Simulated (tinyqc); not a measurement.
Dopant redistribution at a moving silicon-oxide interface during parabolic oxidation. Changing the temperature T. Computed by tinyqc, a small Python program. Command: `OMP_NUM_THREADS=1 python tinyqc.py 3013985 3013986 out.jsonl segox sweep`. One thread of a shared host (Intel(R) Xeon(R) Processor @ 2.30GHz), about 0.01 s of CPU time with the checks.

Uniformly doped silicon is oxidised with x_ox = sqrt(B t); the interface advances into the silicon by alpha x_ox, alpha = 0.44. The dopant does not move in the oxide, and at the interface C(silicon) = m C(oxide).

Inputs (values chosen for the exercise, modelled on antimony in silicon under dry oxygen):

| quantity | value | unit |
|---|---|---|
| dopant prefactor D0 | 5.29 | cm^2/s |
| dopant activation energy E | 3.86 | eV |
| oxidation prefactor B0 | 744 | um^2/h |
| oxidation activation energy E_B | 1.22 | eV |
| segregation coefficient m = C(silicon)/C(oxide) | 6.6 | - |
| bulk doping C_B | 1.3e+15 | 1/cm^3 |
| time t | 4 | h |

Constants: k_B = 8.617333262e-05 eV/K.

Method:
- D = D0 exp(-E/(k_B T)), converted with 1 cm^2/s = 3.6e11 um^2/h; B = B0 exp(-E_B/(k_B T)); s = alpha sqrt(B/(4 D)), the interface advance over 2 sqrt(D t).
- Temperatures in kelvin are T(C) + 273.15.
- With the dopant diffusivity D and s = alpha x_ox/(2 sqrt(D t)), in the silicon C = C_B + (C_s - C_B) erfc(y/(2 sqrt(D t)))/erfc(s), y from the original surface. Dopant balance at the interface gives C_s/C_B = 1/[1 + (1/(m alpha) - 1) g], g = sqrt(pi) s exp(s^2) erfc(s).

One run for each value:

| temperature T (C) | ratio C_s/C_B | s | oxide thickness (um) | diffusion length 2 sqrt(D t) (um) |
|---|---|---|---|---|
| 850 | 2.7271 | 3.6426 | 0.09992 | 0.0121 |
| 900 | 2.4713 | 2.0369 | 0.13071 | 0.0282 |
| 950 | 2.1148 | 1.1944 | 0.16727 | 0.0616 |
| 1000 | 1.7746 | 0.7304 | 0.20995 | 0.1265 |
| 1050 | 1.5198 | 0.4636 | 0.25904 | 0.2459 |
| 1100 | 1.3488 | 0.3041 | 0.31476 | 0.4554 |
| 1150 | 1.2379 | 0.2055 | 0.37725 | 0.8077 |
| 1200 | 1.1656 | 0.1426 | 0.44663 | 1.3780 |

What does the table show, and why?

Over the rows, ratio C_s/C_B falls from 2.73 to 1.17; s falls from 3.64 to 0.143; oxide thickness (um) rises from 0.0999 to 0.447. Diffusion has the larger activation energy, so a hot oxidation lets it even out the profile and the ratio moves towards 1.

Caution (rows 850, 900, 950, 1000, 1050): in this case the oxide is not much thicker than a typical Deal-Grove length A, so real growth is slower than parabolic. Caution (all rows): parabolic growth needs an oxide much thicker than the Deal-Grove length A, which fails for thin films and low temperatures; oxidation-enhanced or retarded diffusion is ignored.
